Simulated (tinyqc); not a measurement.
# Resistance of a tapered via with liner, size effect and interface, step by step

tinyqc, about 0.01 s, one thread, Intel Xeon 2.30GHz (shared host): `OMP_NUM_THREADS=1 python tinyqc.py 2750176 2750177 out.jsonl` Printed values are rounded.

A round via whose diameter grows from db at the bottom as D(z) = db + 2 z/tan(ang). The fill, of diameter D - 2 tl, starts above the bottom liner (thickness fb tl) and has rho = rho0 (1 + ks lam/(D - 2 tl)); the sidewall liner conducts in parallel with it. The bottom liner and the interface are crossed over the full area pi db^2/4. Spreading in the lines above and below is left out.

Values chosen for this exercise; fill metal close to cobalt:
- db = 15 nm (diameter at the bottom)
- hv = 19 nm (height)
- ang = 88 degrees (sidewall angle)
- rho0 = 6.35 uohm cm (bulk resistivity of the fill)
- lam = 11.8 nm (mean free path of the fill)
- ks = 0.7 (size-effect factor)
- tl = 1.8 nm (liner on the sidewall)
- fb = 0.5 (liner at the bottom over that on the sidewall)
- rl = 340 uohm cm (resistivity of the liner)
- ri = 2.1e-12 ohm cm^2 (interface resistivity at the bottom)
- Sb = 1e15 S/m^2 (ballistic conductance per area, about 3/(4 rho0 lam))

Range of the model: The ballistic limit exceeds half of R_fill, so a diffusive resistivity alone understates the resistance.

## Slices of the via

Slices between z0 = fb tl and hv, evaluated at their midpoints: conductance per length pi/4 [(D - 2 tl)^2/rho + (D^2 - (D - 2 tl)^2)/rl], slice resistance = slice height over that. 8 slices.

| slice | z (nm) | D (nm) | rho (uohm cm) | slice resistance (ohm) |
|---|---|---|---|---|
| 0 | 2.031250 | 15.14187 | 10.89441 | 2.302661 |
| 1 | 4.293750 | 15.29988 | 10.83304 | 2.229307 |
| 2 | 6.556250 | 15.45790 | 10.77330 | 2.159300 |
| 3 | 8.818750 | 15.61592 | 10.71513 | 2.092442 |
| 4 | 11.08125 | 15.77393 | 10.65847 | 2.028553 |
| 5 | 13.34375 | 15.93195 | 10.60326 | 1.967461 |
| 6 | 15.60625 | 16.08996 | 10.54945 | 1.909011 |
| 7 | 17.86875 | 16.24798 | 10.49699 | 1.853055 |

## Total resistance

R_fill = sum of the slices; R_bottom = rl fb tl/(pi db^2/4); R_interface = ri/(pi db^2/4); ballistic (Sharvin) limit 1/(Sb pi (db - 2 tl)^2/4); ideal cylinder rho0 hv/(pi db^2/4).

parts (ohm): fill 16.54179, bottom liner 17.31606, interface 1.188357
R = 35.04620 ohm
shares (%): fill 47.19995, bottom liner 49.40922, interface 3.39083
ballistic limit = 9.797165 ohm
ideal cylinder = 6.827393 ohm

The bottom liner is the largest part, and R is 5.13 times the ideal cylinder. With 2000 slices R = 35.047 ohm.
